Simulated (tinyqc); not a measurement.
Resistance of a tapered via with liner, size effect and interface: two steps of the calculation.

A round via whose diameter grows from db at the bottom as D(z) = db + 2 z/tan(ang). The fill, of diameter D - 2 tl, starts above the bottom liner (thickness fb tl) and has rho = rho0 (1 + ks lam/(D - 2 tl)); the sidewall liner conducts in parallel with it. The bottom liner and the interface are crossed over the full area pi db^2/4. Spreading in the lines above and below is left out.

Parameters, values chosen for the exercise; fill metal close to copper: diameter at the bottom db = 29 nm; height hv = 100 nm; sidewall angle ang = 85 degrees; bulk resistivity of the fill rho0 = 1.67 uohm cm; mean free path of the fill lam = 40.2 nm; size-effect factor ks = 0.8; liner on the sidewall tl = 2.7 nm; liner at the bottom over that on the sidewall fb = 0.7; resistivity of the liner rl = 290 uohm cm; interface resistivity at the bottom ri = 5e-12 ohm cm^2; ballistic conductance per area, about 3/(4 rho0 lam) Sb = 1.1e15 S/m^2.

Problem 1. Slices of the via. Slices between z0 = fb tl and hv, evaluated at their midpoints: conductance per length pi/4 [(D - 2 tl)^2/rho + (D^2 - (D - 2 tl)^2)/rl], slice resistance = slice height over that. 6 slices.

Find: z; D; rho; slice resistance.

Solution 1.

```
slice  z (nm)  D (nm)  rho (uohm cm)  slice resistance (ohm)
0       10.07   30.76          3.788                   1.219
1       26.42   33.62          3.573                  0.9291
2       42.77   36.48          3.398                  0.7289
3       59.12   39.34          3.252                  0.5854
4       75.47   42.21          3.129                  0.4793
5       91.82   45.07          3.024                  0.3989
```

Problem 2. Total resistance. R_fill = sum of the slices; R_bottom = rl fb tl/(pi db^2/4); R_interface = ri/(pi db^2/4); ballistic (Sharvin) limit 1/(Sb pi (db - 2 tl)^2/4); ideal cylinder rho0 hv/(pi db^2/4).

slice resistance, slice 0 to 5 (ohm): 1.2185367  0.92913101  0.72894159  0.58537215  0.47928632  0.39890495

Give: parts; R; shares; ballistic limit; ideal cylinder.

Solution 2.

parts (ohm): fill 4.340, bottom liner 8.298, interface 0.7570
R = 13.40 ohm
shares (%): fill 32.40, bottom liner 61.95, interface 5.65
ballistic limit = 2.078 ohm
ideal cylinder = 2.528 ohm

The bottom liner is the largest part, and R is 5.30 times the ideal cylinder. With 2000 slices R = 13.410 ohm.

Computed by the program tinyqc: `OMP_NUM_THREADS=1 python tinyqc.py 2750180 2750181 out.jsonl`, one thread of a shared Intel Xeon 2.30GHz, about 0.01 s for the whole run.
